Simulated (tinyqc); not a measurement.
Sheet resistance and Hall data of a diffused or implanted layer: one step, computed by the program tinyqc.

Carriers are taken equal to the net active doping down to the junction (full ionisation, which deep dopants in wide-gap hosts do not reach; no spill-over, no depletion), and the Hall factor is 1.

Problem. What the probes read. Collinear four-point probe on a large thin layer: V = I R_s ln(2)/pi. Van der Pauw on a symmetric sample: R = R_s ln(2)/pi as well. Hall voltage V_H = I B/(e x Hall sheet density); tangent of the Hall angle V_H/(I R_s).

Inputs (values chosen for the exercise, modelled on arsenic in silicon): probe current I = 0.5 mA; magnetic field B = 1 T.

Profile: complementary error function. Activation: complete.

sheet resistance R_s = 936.4015 ohm

Hall sheet density = 4.124915e+13 1/cm^2

Constants: e = 1.602176634e-19 C.

Give: four-point voltage; Hall voltage; tangent of the Hall angle.

Solution.

four-point voltage = 103.3 mV

Hall voltage = 7.566 mV

tangent of the Hall angle = 0.01616
